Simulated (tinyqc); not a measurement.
Worked calculation: Rayleigh-quotient iteration on a symmetric matrix. Computed by tinyqc, a small Python program that keeps every step. Settings: method = rayleigh, shift = 1.67. Command: `OMP_NUM_THREADS=1 python tinyqc.py 28560 28561 out.jsonl` (the two numbers bound the seeds that draw the settings). One thread of a shared host (Intel(R) Xeon(R) Processor @ 2.60GHz), about 0.01 s of CPU time with the checks.

## Step 1

A:
```
         1        2        3        4        5
1   0.5060  -0.6050  -0.1000   0.2790  -0.0320
2  -0.6050   0.6850  -0.4610  -1.1920   0.4090
3  -0.1000  -0.4610   0.8930  -0.3280   0.0030
4   0.2790  -1.1920  -0.3280   1.0810   0.1310
5  -0.0320   0.4090   0.0030   0.1310   1.1910
```

vector v at the start: 0.4472  0.4472  0.4472  0.4472  0.4472

shift = 1.6700

solve (A - shift) w = v; v' = w/|w| with its largest component positive (the first on a tie); lambda = v'^T A v'; the next shift is lambda.

vector after step 1: 0.1614  0.2441  0.1389  0.2386  0.9155

Rayleigh quotient after step 1 = 1.1398

## Step 2

As before.

vector after step 2: -0.0074  -0.2277  0.9059  -0.2967  -0.1984

Rayleigh quotient after step 2 = 1.1677

## Course of the iteration

Stop when the residual |A v - lambda v| is below 1e-9.

Steps:
```
step    lambda  residual
1     1.139778  4.54e-01
2     1.167656  1.49e-01
3     1.155183  1.43e-01
4     1.119340  1.33e-01
5     1.054105  7.86e-02
6     1.030901  7.58e-03
7     1.030701  5.28e-06
8     1.030701  1.77e-15
```

all eigenvalues, for comparison: -0.7047  0.3820  1.0307  1.3181  2.3298

Converged in 8 steps.
